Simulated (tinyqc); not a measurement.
# AlGaN/GaN HEMT with access regions, lumped model: field plate: effect of the insulator under the field plate

A polarisation-induced electron sheet under a Schottky gate, in series with two ungated access regions and contacts. Drift law v = mu E/(1 + mu E/vs) under the gate. Currents in mA/mm, resistances in ohm mm. No self-heating, no channel-length modulation; fits for polarisation, barrier and offset are chosen for the exercise.

sigma = (5e13 x + 1.6e13 x^2) cm^-2, phiB = 0.84 + 1.3 x, dEc = 0.7 (1.71 x + x^2) in volts, Cb = eps0 eps_r/d, VT = phiB - dEc - q sigma/Cb, access density n0 = -Cb VT/q. Off state: a depleted stretch that holds the voltage V has the peak field sqrt(k V), k = 2 q n0/(eps0 eps_r te), so one edge holds V1 = Ec^2/k. The sheet under the plate pinches off at Vf = q n0 (1/Cb + tf/(eps0 ei)); beyond it the gate edge is screened. BV = V1 if Vf >= V1, else Vf + V1, and at most Ec Ld.

Values chosen for this exercise; values close to those of AlGaN/GaN structures: aluminium share of the barrier x = 0.33; barrier thickness d = 25 nm; relative permittivity of barrier and channel eps_r = 9.2; drain access length Ld = 12 um; critical field Ec = 2.9 MV/cm; depth over which the depleted charge spreads te = 0.41 um; relative permittivity of that insulator ei = 7.

Constants: q = 1.602176634e-19 C, eps0 = 8.8541878128e-14 F/cm where lengths are in cm. Results are converted to the units shown.

The same in every row: V1 (V) = 52.74; Ec Ld (V) = 3480.

Field plate: effect of the insulator under the field plate:

| tf (nm) | Vf (V) | BV (V) |
|---|---|---|
| 10 | 12.47 | 65.21 |
| 15 | 14.62 | 67.36 |
| 23 | 18.05 | 70.79 |
| 34 | 22.78 | 75.52 |
| 51 | 30.08 | 82.82 |
| 75 | 40.39 | 93.14 |
| 110 | 55.43 | 52.74 |
| 170 | 81.21 | 52.74 |

BV goes from 65.2 through a maximum of 93.1 (at tf = 75 nm among the rows listed) to 52.7 V. The plate helps (Vf < V1) in 6 of the 8 rows, and the access length caps BV in 0. The best thickness makes Vf just under V1, tf = 104 nm, where both edges reach Ec together and BV nears 2 V1.

Computed by the program tinyqc: `OMP_NUM_THREADS=1 python tinyqc.py 2570102 2570103 out.jsonl`, one thread of a shared Intel Xeon 2.30GHz, about 0.02 s for the whole run.
